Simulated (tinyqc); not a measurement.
Reaction control against transport control: chemical vapour deposition: Grove model, boundary layer, depletion and step coverage. Computed by tinyqc, a small Python program. Command: `OMP_NUM_THREADS=1 python tinyqc.py 3013651 3013652 out.jsonl cvd walk`. One thread of a shared host (Intel(R) Xeon(R) Processor @ 2.30GHz), about 0.01 s of CPU time with the checks.

A precursor diffuses to the surface and reacts there at first order; each molecule that reacts adds one formula unit of film.

Inputs (values chosen for the exercise, close to those used for epitaxial silicon from a chlorosilane):
```
quantity                                            value                unit
prefactor k0 of k_s                               7.9e+06                cm/s
activation energy E                                  1.83                  eV
temperature T                                        1140                   C
total pressure p                                      170                torr
mole fraction of the precursor Y                   0.0013                   -
gas diffusivity D0 at 273.15 K and 760 torr          0.59              cm^2/s
film density N                                      5e+22  formula units/cm^3
gas velocity U                                         14                cm/s
kinematic viscosity nu0 at 273.15 K and 760 torr     0.18              cm^2/s
susceptor length L                                     13                  cm
channel height b                                      9.2                  cm
```

Reactor: horizontal, reduced pressure.

Constants: k_B = 8.617333262e-05 eV/K; k_B = 1.380649e-23 J/K.

Method:
- k_s = k0 exp(-E/(k_B T)); C_g = Y p/(k_B T), 1 torr = 133.322 Pa; D = D0 (T/273.15)^1.75 (760/p).
- nu = nu0 (T/273.15)^1.75 (760/p); Re = U L/nu; mean boundary layer delta = (2/3) L/sqrt(Re), at most b/2; h_g = D/delta.
- Fluxes in series: C_s = C_g/(1 + k_s/h_g); growth rate G = k_s h_g/(k_s + h_g) C_g/N; 1 cm/s = 6e8 nm/min.
- Temperatures in kelvin are T(C) + 273.15.

Rates:
```
T (C)  k_s (cm/s)  h_g (cm/s)  G (nm/min)  reaction limit (nm/min)  transport limit (nm/min)
940         0.197      16.872        4.12                     4.17                    356.15
990         0.395      17.478        7.82                     8.00                    354.36
1040        0.749      18.082       14.02                    14.60                    352.64
1090        1.355      18.683       23.73                    25.45                    351.00
1140        2.351      19.282       37.97                    42.60                    349.42
1190        3.929      19.877       57.41                    68.76                    347.91
1240        6.346      20.470       81.99                   107.41                    346.45
1290        9.942      21.061      110.65                   162.89                    345.04
1340       15.148      21.649      141.48                   240.48                    343.69
```

The apparent activation energy of G is 1.70 eV between the first rows and 1.07 eV between the last, against E = 1.83 eV. k_s stays below h_g, but mixed control begins at the hot end, which lowers the slope there. In the reaction limit the slope is E - k_B T, because C_g falls as 1/T; any further lowering comes from transport.
